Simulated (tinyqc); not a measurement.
Doping from the ideality factor.

Problem. For thermionic-field emission over a Schottky barrier the ideality factor is n = u coth(u) with u = E00/Vt and E00 = (hbar/2) sqrt(Nd/(me m0 eps0 eps_r)) in SI units (volts). Find u, E00 and Nd.

Parameters, values chosen for the exercise; band and dielectric values close to those of indium phosphide:

| symbol | value | unit | meaning |
|---|---|---|---|
| T | 300 | K | temperature |
| me | 0.0792 | m0 | electron mass |
| eps_r | 12.4 |  | relative permittivity |

Constants: q = 1.602176634e-19 C, kB = 1.380649e-23 J/K, eps0 = 8.8541878128e-12 F/m, hbar = 1.054571817e-34 J s, m0 = 9.1093837015e-31 kg, Vt = kB T/q. Results are converted to the units shown.

n = 1.0519759

Solution. u coth(u) rises steadily from 1, so n fixes u; the definition of E00 then gives Nd.

u = 0.3969
E00 = 10.26 meV
Nd = 3.000e17 cm^-3

tinyqc, about 0.03 s, one thread, Intel Xeon 2.30GHz (shared host): `OMP_NUM_THREADS=1 python tinyqc.py 2640082 2640083 out.jsonl`
